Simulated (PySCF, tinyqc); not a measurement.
Worked calculation: CIS on RHF in the sto-3g basis, for H3-, spin multiplicity 1. The basis has no diffuse functions, so it cannot describe the extra electron: this is an exercise in the method, not the real anion. The lowest restricted solution is unstable here: a spin-polarised one lies 0.1744 hartree lower (PySCF). One step of it, computed by the program tinyqc.

Problem. CIS matrix, triplets. A(ia,jb) = (e_a - e_i) d_ij d_ab - (ij|ab).

orbital energies (hartree): [-0.112145, 0.540100, 0.761186]

Two-electron integrals over orbitals (pq|rs), unique and non-zero (hartree):
```
(11|11) 0.568615    (21|11) -0.033942   (21|21) 0.104392    (22|11) 0.503275
(22|21) 0.117810    (22|22) 0.703289    (31|31) 0.174684    (32|31) -0.085473
(32|32) 0.049865    (33|11) 0.573501    (33|21) -0.084951   (33|22) 0.445388
(33|33) 0.633259
```

Give: CIS matrix A, triplet.

Solution.

CIS matrix A, triplet (hartree), order 1>3, 2>3:
```
[[0.300, 0.085],
 [0.085, -0.224]]
```
